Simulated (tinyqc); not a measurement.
Hexagonal on-chip spiral inductor, lumped pi model: one step of the calculation.

Outer diameter do = di + 2 n wd + 2 (n - 1) sp, mean da = (do + di)/2, fill p = (do - di)/(do + di), length l = 3.464 n da. L = 2.33 mu0 n^2 da/(1 + 3.82 p), mu0 = 4 pi 1e-7 H/m. Rs = rho l/(wd delta (1 - exp(-th/delta))), delta = sqrt(rho/(pi f mu0)). Cs = n wd^2 eps0 eo/hu across the coil. At each end Cox = l wd eps0 eo/(2 ho) leads to the substrate branch Rsi = 2 rs he/(l wd) in parallel with Csi = l wd eps0 11.7/(2 he). With one end grounded Y = 1/(Rs + i w L) + i w Cs + 1/[1/(i w Cox) + 1/(1/Rsi + i w Csi)], w = 2 pi f; Q = -Im Y/Re Y. Eddy currents in neighbouring turns and in the substrate are left out.

Problem. Admittance, quality factor and apparent inductance. Series branch 1/(Rs + i w L), substrate branch, total Y, Q = -Im Y/Re Y, apparent inductance Im(1/Y)/w, metal-only value w L/Rs, share of the loss in the substrate Re(substrate branch)/Re Y.

Values chosen for this exercise:

| symbol | value | unit | meaning |
|---|---|---|---|
| f | 11 | GHz | frequency |

L = 0.56396810 nH
Rs = 5.5139157 ohm
Cs = 1.3812533 fF
Cox = 5.4080152 fF
Rsi = 71946.069 ohm
Csi = 1.4398840 fF

Find: series branch; substrate branch; Y; Q; apparent inductance; w L/Rs; share of the loss in the substrate.

Solution.

series branch = 3.56-25.15i mS
substrate branch = 0.00866+0.07885i mS
Y = 3.57-24.98i mS
Q = 7.003
apparent inductance = 0.5677 nH
w L/Rs = 7.069
share of the loss in the substrate = 0.2428 %

Q is 99.1 % of the metal-only value.

Program tinyqc, `OMP_NUM_THREADS=1 python tinyqc.py 2302172 2302173 out.jsonl`; Intel Xeon 2.30GHz, shared host, one thread, about 0.01 s.
